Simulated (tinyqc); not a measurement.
Spectrum around the optical phonon: single-oscillator infrared dielectric function of a polar cubic crystal. Computed by tinyqc, a small Python program. Command: `OMP_NUM_THREADS=1 python tinyqc.py 3023953 3023954 out.jsonl infrared walk`. One thread of a shared host (Intel(R) Xeon(R) Processor @ 2.30GHz), about 0.01 s of CPU time with the checks.

One ion pair, charges +Z* and -Z*, in a cell of volume Omega = a^3/4. Frequencies omega are given as wavenumbers (1/cm); eps_s is the static dielectric constant.

Inputs (values chosen for the exercise, for a model crystal): lattice constant a = 5.28 angstrom; mass M_A = 69.3 u; mass M_B = 30 u; omega_TO = 685 1/cm; Born charge Z* = 2.84 e; eps_inf = 7.19; phonon damping gamma = 6.9 1/cm; carrier density N = 2.3e+18 1/cm^3; carrier mass m* = 0.43 m_0; carrier mobility = 83 cm^2/(V s).

Structure: rock salt. Free carriers: present.

Constants: nu for 1 eV/(angstrom^2 u) = 15.6333042 THz; 1 THz = 33.35640952 1/cm; e^2/(4 pi eps_0) = 14.39964548 eV angstrom; e = 1.602176634e-19 C; eps_0 = 8.8541878128e-12 F/m; m_0 = 9.1093837015e-31 kg; c = 299792458 m/s.

Method:
- mu = M_A M_B/(M_A + M_B); ionic plasma term W^2 = 4 pi Z*^2 (e^2/(4 pi eps_0))/(Omega mu) in eV/(angstrom^2 u), turned into 1/cm by W = 15.6333042 x 33.35640952 x sqrt(W^2); omega_LO^2 = omega_TO^2 + W^2/eps_inf; eps_s = eps_inf + W^2/omega_TO^2; Szigeti charge 3 Z*/(eps_inf + 2); longitudinal (Callen) charge Z*/eps_inf.
- omega_p^2 = N e^2/(eps_0 eps_inf m*), gamma_p = e/(m* x mobility), both divided by 2 pi c (c in cm/s) to give 1/cm. m* is held constant, though in narrow-gap crystals it rises with N at high doping.
- eps(omega) = eps_inf + W^2/(omega_TO^2 - omega^2 - i gamma omega) - eps_inf omega_p^2/(omega^2 + i gamma_p omega); n + i k = sqrt(eps) with k >= 0; R = |(n + i k - 1)/(n + i k + 1)|^2 at normal incidence from vacuum.
- The loss function is Im(-1/eps).

omega_LO = 735.438 1/cm

W = 717.721 1/cm

omega_p = 258.319 1/cm

gamma_p = 261.622 1/cm

Spectrum:
```
omega (1/cm)    Re eps    Im eps         R  Im(-1/eps)
342             6.0646    1.9893   0.19343    0.048833
582             9.9552   0.65104   0.26967   0.0065411
664             23.968    3.2370   0.43921   0.0055338
685             6.2977    109.33   0.75791   0.0091166
698            -20.407    7.4849   0.86616    0.015843
710            -8.1327    2.3435   0.84168    0.032715
725            -2.6797    1.0952   0.71170     0.13069
735           -0.81667   0.79618   0.45349     0.61204
750            0.92390   0.57072  0.019809     0.48394
780             2.7854   0.38067  0.065062    0.048165
846             4.4895   0.23867   0.12909    0.011808
1100            6.1194  0.096381   0.18003   0.0025731
1840            6.8745  0.020519   0.20053  4.3419e-04
```

What follows from these numbers?

R peaks among these rows at 698 per cm with 0.87 and is lowest, 0.020, at 750; far above omega_LO it tends to ((sqrt(eps_inf) - 1)/(sqrt(eps_inf) + 1))^2 = 0.209. Im eps is largest at 685 and the loss function at 735: absorption marks the TO mode and the loss function the LO mode. Re eps is negative in some rows, where R averages 0.72. Caution: gamma_p is not small against omega_p, so the plasmon is strongly damped and a plasmon-like coupled mode marks no sharp feature.

Extremes, crossings and ranges named in words are read from the listed rows.
